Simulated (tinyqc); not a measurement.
Planar ballistic transistor, top-of-the-barrier model: course of the iteration: self-consistent potential at the barrier top.

At the top of the source barrier, states moving towards the drain are filled by the source (Fermi level 0) and states moving back by the drain (Fermi level -q Vd); nothing scatters. U is the shift of the band edge there, set by the capacitances CG, CD and CS (the total) and by the charge. Parabolic two-dimensional band; the source is grounded.

eta1 = -(E0 + U)/Vt, eta2 = eta1 - Vd/Vt, n = (N0/2)[F_0(eta1) + F_0(eta2)], F_0(x) = ln(1 + exp x). U(out) = UL + q (n - n0)/CS. U(new) = U + 0.2 (U(out) - U).

Stop when U changes by less than 1e-9 eV, or after 90 iterations.

Values chosen for this exercise; mass and valleys close to those of indium arsenide:
- T = 300 K (temperature)
- E0 = 0.34 eV (band edge at the barrier top above the source Fermi level at zero bias)
- Vd = 0.8 V (drain voltage)

Constants: q = 1.602176634e-19 C, kB = 1.380649e-23 J/K, Vt = kB T/q. Results are converted to the units shown.

U at the start (U = UL) = -0.6776 eV
N0 = 3.35855e11 cm^-2
CS = 16.3023 uF/cm^2
n0 = 6.52233e5 cm^-2
UL = -0.6776 eV

Course of the iteration:
```
iteration,U (eV),|change| (eV)
1,-0.673290,4.31e-3
2,-0.669896,3.39e-3
3,-0.667225,2.67e-3
4,-0.665122,2.10e-3
5,-0.663466,1.66e-3
6,-0.662163,1.30e-3
7,-0.661137,1.03e-3
8,-0.660330,8.08e-4
9,-0.659694,6.36e-4
...,...,...
57,-0.657341,6.55e-9
58,-0.657341,5.16e-9
59,-0.657341,4.06e-9
60,-0.657341,3.20e-9
61,-0.657341,2.52e-9
62,-0.657341,1.98e-9
63,-0.657341,1.56e-9
64,-0.657341,1.23e-9
65,-0.657341,9.66e-10
```

Did this iteration meet its convergence test, and what does its course show?

Yes. Converged in 65 iterations. At the end each change is about 0.79 times the one before: linear convergence.

Range of the model: The source Fermi level lies 0.32 eV above the band edge, where a light band is no longer parabolic.

Computed by the program tinyqc: `OMP_NUM_THREADS=1 python tinyqc.py 2400170 2400171 out.jsonl`, one thread of a shared Intel Xeon 2.30GHz, about 0.01 s for the whole run.
